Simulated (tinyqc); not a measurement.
# Strain-driven roughening and islands of a mismatched epitaxial film, step by step

A worked calculation. Computed by tinyqc, a small Python program that keeps every step. Command: `OMP_NUM_THREADS=1 python tinyqc.py 3006664 3006665 out.jsonl island walk`. One thread of a shared host (Intel(R) Xeon(R) Processor @ 2.30GHz), about 0.01 s of CPU time with the checks. Intermediate numbers are printed to about 6 digits and carried at full precision; extremes and crossings named in words are read from the listed rows.

Film and substrate share isotropic elastic constants; the film is coherent and biaxially strained.

Inputs (values chosen for the exercise, modelled on GaN on AlN): misfit |f| = 0.0242; shear modulus G = 119 GPa; Poisson ratio nu = 0.19; surface energy gamma = 1.8 J/m^2; contact angle of the shallow shape theta_1 = 10.2 degrees; contact angle of the steep shape theta_2 = 30.3 degrees; facet energy of shape 1 over gamma = 1.004; facet energy of shape 2 over gamma = 0.9848; wetting energy gamma_s - gamma = 0.45 J/m^2; decay length of wetting delta = 0.22 nm; surface mobility D_s nu_s Omega^2/(k_B T) = 1.4e-35 m^6/(J s); initial ripple amplitude A0 = 0.2 nm; ripple wavelength over the critical one = 3.5; island volume V = 95 nm^3.

Transport: surface diffusion.

Constants: e = 1.602176634e-19 C.

## Elastic energy of the flat film

M = 2 G (1 + nu)/(1 - nu); stress = M f; energy density w = M f^2.

biaxial modulus M = 349.654 GPa

stress = 8.46163 GPa

energy density w = 204.772 MJ/m^3

## Asaro-Tiller-Grinfeld instability

A ripple A cos(k x) has the surface chemical potential per volume [gamma k^2 - 2 (1 + nu) w k] A cos(k x), so k_c = 2 (1 + nu) w/gamma. With surface diffusion the amplitude grows at the rate q = B k^2 [2 (1 + nu) w k - gamma k^2], fastest at k_m = (3/4) k_c. B is the surface mobility.

k_c = 0.270754 1/nm

critical wavelength = 23.2063 nm

fastest wavelength = 30.9417 nm

growth time 1/q at k_m = 70.0131 s

A ripple of A0 needs about 140 s to reach a twentieth of its wavelength.

## A ripple of given wavelength

A ripple A cos(k x) has the surface chemical potential per volume [gamma k^2 - 2 (1 + nu) w k] A cos(k x), so k_c = 2 (1 + nu) w/gamma. With surface diffusion the amplitude grows at the rate q = B k^2 [2 (1 + nu) w k - gamma k^2], fastest at k_m = (3/4) k_c. B is the surface mobility. Stress at the trough = stress x (1 + 2 k A).

k = 0.0773581 1/nm

rate q = 0.00225613 1/s

q over the largest rate = 0.157959

stress concentration at A0 = 1.03094

The ripple grows.

## Wetting layer

The surface energy depends on thickness as gamma + (gamma_s - gamma) exp(-h/delta). Its curvature adds W2 = (gamma_s - gamma) exp(-h/delta)/delta^2 to the restoring terms; the flat film is stable while W2 > (1 + nu)^2 w^2/gamma, which gives h_c = delta ln[(gamma_s - gamma) gamma/(delta^2 (1 + nu)^2 w^2)], or 0 if negative.

wetting-layer thickness h_c = 1.24110 nm

Layer-by-layer growth up to h_c, then roughening: the Stranski-Krastanov mode.

## Island nucleation

Shallow faceted island (Tersoff form): E = 4 Gam V^(2/3) tan^(1/3)(theta) - 6 c V tan(theta), Gam = gamma [x/sin(theta) - 1/tan(theta)], x the facet energy over gamma, c = stress^2 (1 - nu)/(2 pi G). The barrier is the maximum of E, at V_c = [4 Gam/(9 c)]^3 / tan^2(theta) (1 GPa nm = 1 J/m^2).

c = 0.0775652 GPa

Gam of shape 1 = 0.201304 J/m^2

critical volume, shape 1 = 47.4036 nm^3

barrier, shape 1 = 12.3876 eV

Gam of shape 2 = 0.433134 J/m^2

critical volume, shape 2 = 44.7681 nm^3

barrier, shape 2 = 37.9945 eV

The shallow shape has the lower barrier. Each barrier is a third of the surface term at V_c and scales as Gam^3/c^2, that is as f^(-4).

## Which shape at the volume V

The two energies cross at V_x^(1/3) = 4 [Gam_2 t2^(1/3) - Gam_1 t1^(1/3)]/(6 c (t2 - t1)), t = tan(theta); mu = dE/dV.

E of shape 1 = 9.42109 eV

E of shape 2 = 26.9734 eV

crossing volume V_x = 147.243 nm^3

jump of mu at V_x, shape 2 less shape 1 = -62.7385 MJ/m^3

At V the shallow shape is lower, though both lie above the flat film. At V_x the chemical potential drops, so islands that have turned steep grow at the cost of the shallow ones. Caution: the shallow-slope form overstates the relaxation of facets steeper than about 25 degrees.

## Scaling with the misfit

A ripple A cos(k x) has the surface chemical potential per volume [gamma k^2 - 2 (1 + nu) w k] A cos(k x), so k_c = 2 (1 + nu) w/gamma. With surface diffusion the amplitude grows at the rate q = B k^2 [2 (1 + nu) w k - gamma k^2], fastest at k_m = (3/4) k_c. V_c = [4 Gam/(9 c)]^3/tan^2(theta), barrier = (4/3) Gam V_c^(2/3) tan^(1/3)(theta); the growth time is 1/q at k_m.

Misfit scaled at fixed constants:
```
|f| (%)  fastest wavelength (nm)  growth time (s)  V_c of shape 1 (nm^3)  barrier of shape 1 (eV)
0.605                    495.068      4.58838e+06            1.94165e+05              3.17124e+03
0.847                    252.586      3.10910e+05            2.57871e+04              8.25499e+02
1.210                    123.767      1.79234e+04            3.03383e+03              1.98202e+02
1.694                     63.146      1.21449e+03            4.02924e+02              5.15937e+01
2.420                     30.942      7.00131e+01            4.74036e+01              1.23876e+01
3.388                     15.787      4.74411e+00            6.29569e+00              3.22461e+00
```

Halving the misfit stretches the wavelength 4 times, the barrier 16 times, the volume 64 times and the time 256 times: f^(-2), f^(-4), f^(-6), f^(-8). Over these rows the time spans 6.0 decades: strongly mismatched films tend to roughen first, while dilute alloys have time to stay flat. Rows with wavelengths under 10 nm or volumes under 5 nm^3 are beyond the continuum picture.

Checks made by the program: k_m against a numerical maximum of the rate (relative difference 5e-10).
